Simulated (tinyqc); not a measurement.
# Worked calculation: Weibull analysis of times to dielectric breakdown, with area scaling

tinyqc, about 0.01 s, one thread, Intel Xeon 2.30GHz (shared host): `OMP_NUM_THREADS=1 python tinyqc.py 2070168 2070169 out.jsonl` Printed values are rounded.

Breakdown times follow F(t) = 1 - exp(-(t/t63)^beta). The 7 times below were drawn at random from beta = 2.1, t63 = 1900 s and are treated as data; all samples failed.

Values chosen for this exercise: area of a test capacitor A1 = 12 um^2; gate area of the product A2 = 5.2e6 um^2; allowed share of failed products Fp = 1e-6.

## Median ranks and the Weibull scale

t, i 1 to 7 (s): 984  1740  1770  2250  2370  2500  2560

F_i = (i - 0.3)/(n + 0.4) for the sorted times, W_i = ln(-ln(1 - F_i)).

```
i          F          W      ln t
1  0.0945946  -2.308880  6.891626
2  0.2297297  -1.343182  7.461640
3  0.3648649  -0.789840  7.478735
4  0.5000000  -0.366513  7.718685
5  0.6351351   0.008195  7.770645
6  0.7702703   0.385842  7.824046
7  0.9054054   0.857880  7.847763
```

## Straight-line fit

W = ln(-ln(1 - F)) is the Weibull ordinate of each ranked failure. Least squares of W on ln t: beta = sum (x - mean x)(W - mean W)/sum (x - mean x)^2 with x = ln t, and ln t63 = mean x - mean W/beta.

beta = 3.023401
t63 = 2295.016 s

beta is 44 % above the value that made the data and t63 21 % above it.

## Iteration 1: likelihood estimate of beta

beta at the start = 3

Maximum likelihood: a(beta) = 1/beta with a = sum t^beta ln t/sum t^beta - mean ln t. Newton step: beta(new) = beta - [a - 1/beta]/[v + 1/beta^2], v the variance of ln t under the weights t^beta.

beta after iteration 1 = 4.240563

## Iteration 2: likelihood estimate of beta

As before.

beta after iteration 2 = 4.892521

## Course of the iteration

Stop when beta changes by less than 1e-9, or after 40 iterations.

Course of the iteration:
```
iteration      beta    change
1          4.240563      1.24
2          4.892521     0.652
3          4.999727     0.107
4          5.001985   2.26e-3
5          5.001986   9.61e-7
6          5.001986  1.72e-13
```

Converged in 6 iterations.

## Scale parameter and projection to the product

converged beta = 5.001986

t63 = (mean of t^beta)^(1/beta). Defects are spread at random, so -ln(1 - F) is proportional to the area: t63(A2) = t63 (A1/A2)^(1/beta), and the time to the share Fp is t63(A2) (-ln(1 - Fp))^(1/beta).

t63 = 2216.325 s
t63 of the product = 165.4690 s
time to Fp = 10.45184 s
decades lost against t63 = 2.326441

The straight-line values give 0.325 s for the time to Fp and the values that made the data 0.00546 s: with 7 samples beta is uncertain by about 0.78/sqrt(n) = 29 %, and the projection hangs on 1/beta.
